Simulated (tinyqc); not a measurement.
# Gate-all-around wire with two subbands, quantum capacitance: effect of the temperature

phi is the Fermi level above the lowest subband edge, in volts; Vg is counted from the gate voltage at which an empty wire would have phi = 0. Both directions of motion are filled (equilibrium).

N1 = gv sqrt(2 md m0 kB T/(pi hbar^2)); n1 = N1 F(phi/Vt), n2 = g2 N1 F((phi - E2)/Vt), n = n1 + n2, F(e) = (1/sqrt(pi)) int_0^infinity u^(-1/2) du/(1 + exp(u - e)); Cq = q dn/dphi = (q N1/Vt) [F'(phi/Vt) + g2 F'((phi - E2)/Vt)]. Cox = 2 pi eps0 eox/ln(1 + tox/rw) per length; Vg = phi + q n/Cox. 1/C_G = 1/Cox + 1/(Cq); dphi/dVg = Cox/(Cox + Cq).

Values chosen for this exercise:
```
symbol  value  unit                                                                 meaning
eox       3.9        relative permittivity of the gate insulator (close to silicon dioxide)
tox         2    nm                                                     insulator thickness
md       0.34    m0                                                     mass along the wire
gv          2                                                             valley degeneracy
E2       0.21    eV                                          second subband above the first
g2          2                                      orbital degeneracy of the second subband
rw        2.6    nm                                                      radius of the wire
Vg        1.2     V                                                            gate voltage
```

Constants: q = 1.602176634e-19 C, kB = 1.380649e-23 J/K, hbar = 1.054571817e-34 J s, m0 = 9.1093837015e-31 kg, Vt = kB T/q, eps0 = 8.8541878128e-14 F/cm where lengths are in cm. Results are converted to the units shown.

The same in every row: Cox (pF/cm) = 3.8028.

Effect of the temperature:
```
T (K)  phi (V)  n (cm^-1)  Cq (pF/cm)  C_G (pF/cm)  dphi/dVg  share of the second band (%)
50     0.21670   2.3339e7      78.637       3.6274  0.046128                        24.148
77     0.21664   2.3340e7      65.659       3.5946  0.054747                        24.179
120    0.21578   2.3361e7      52.309       3.5451  0.067771                        24.441
200    0.21288   2.3430e7      39.459       3.4685  0.087902                        25.307
300    0.20835   2.3537e7      31.844       3.3971   0.10668                        26.749
400    0.20365   2.3649e7      27.834       3.3457   0.12020                        28.419
500    0.19914   2.3756e7      25.429       3.3081   0.13009                        30.227
```

What does the comparison show?

As T goes from 50 to 500, Cq falls from 78.6 to 25.4 pF/cm, C_G/Cox falls from 0.954 to 0.870 and n rises from 2.33e7 to 2.38e7 cm^-1. Cq exceeds Cox in every row, so the insulator is the tighter limit, though Cq still cuts C_G by up to 13 %.

Program tinyqc, `OMP_NUM_THREADS=1 python tinyqc.py 2200057 2200058 out.jsonl`; Intel Xeon 2.30GHz, shared host, one thread, about 0.02 s.
